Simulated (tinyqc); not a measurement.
One anharmonic mode: perturbation theory, self-consistent phonons and exact levels: one step, computed by the program tinyqc. Command: `OMP_NUM_THREADS=1 python tinyqc.py 3004534 3004535 out.jsonl scp walk`. One thread of a shared host (Intel(R) Xeon(R) Processor @ 2.30GHz), about 0.03 s of CPU time with the checks.

V(x) = k x^2/2 + b x^4 for one coordinate x of mass M. A constant K > 0 gives hbar Omega = sqrt((hbar^2/u) K/M) with K in eV/angstrom^2 and M in u.

Question. Self-consistent results. Self-consistent phonon, centred at x = 0: K = k + 12 b <x^2>, <x^2> = (hbar Omega/(2K)) coth(hbar Omega/(2 k_B T)). Its free energy is F = k_B T ln[2 sinh(hbar Omega/(2 k_B T))] + (k - K)<x^2>/2 + 3 b <x^2>^2, an upper bound to the exact one.

Inputs (values chosen for the exercise, for a model mode):
```
quantity,value,unit
mode mass M,25.7,u
harmonic constant k,-0.229,eV/angstrom^2
quartic constant b,0.233,eV/angstrom^4
temperature T,120,K
```

Shape: double well.

self-consistent K = 0.09130814 eV/angstrom^2

Constants: hbar^2/u = 4.18015928e-03 eV angstrom^2; k_B = 8.617333262e-05 eV/K.

Give: self-consistent quantum; self-consistent <x^2>; self-consistent free energy.

Answer.

self-consistent quantum = 3.8538 meV

self-consistent <x^2> = 0.11456 angstrom^2

self-consistent free energy = -19.321 meV
